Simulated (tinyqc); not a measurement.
Power transistor in saturation, electro-thermal loop: course of the iteration: temperature by Newton steps.

One temperature T for the device, T = T0 + Rth P(T), with P(T) = V I0 (T/300 K)^(-al) [1 + kv (T - 300 K)/Vov]^2. The loop gain is Rth dP/dT; a solution is thermally stable when it is below one.

P(T) = V I0 (T/300 K)^(-al) [1 + kv (T - 300 K)/Vov]^2; P'(T) = P [-al/T + 2 kv/(Vov + kv (T - 300 K))]; G = Rth P'; T(new) = T + (T0 + Rth P - T)/(1 - G).

Stop when T changes by less than 1e-6 K, or after 200 iterations.

Parameters, values chosen for the exercise:
- T0 = 360 K (ambient temperature)
- V = 28 V (drain voltage)
- I0 = 0.42 A (saturation current at 300 K)
- al = 1.4 (exponent of the mobility)
- Vov = 0.6 V (overdrive at 300 K)
- kv = 3.7 mV/K (fall of the threshold with temperature)
- Rth = 3.2 K/W (thermal resistance)

T at the start = 360 K

Course of the iteration:
```
iteration	T (K)	|change| (K)
1	435.980	76.0
2	435.157	0.823
3	435.157	1.01e-4
4	435.157	< 1e-11
```

Did this iteration meet its convergence test, and what does its course show?

Yes. Converged in 4 iterations. The change falls from 76 in the first iteration to below the tolerance in the last.

Program tinyqc, `OMP_NUM_THREADS=1 python tinyqc.py 2520032 2520033 out.jsonl`; Intel Xeon 2.30GHz, shared host, one thread, about 0.01 s.
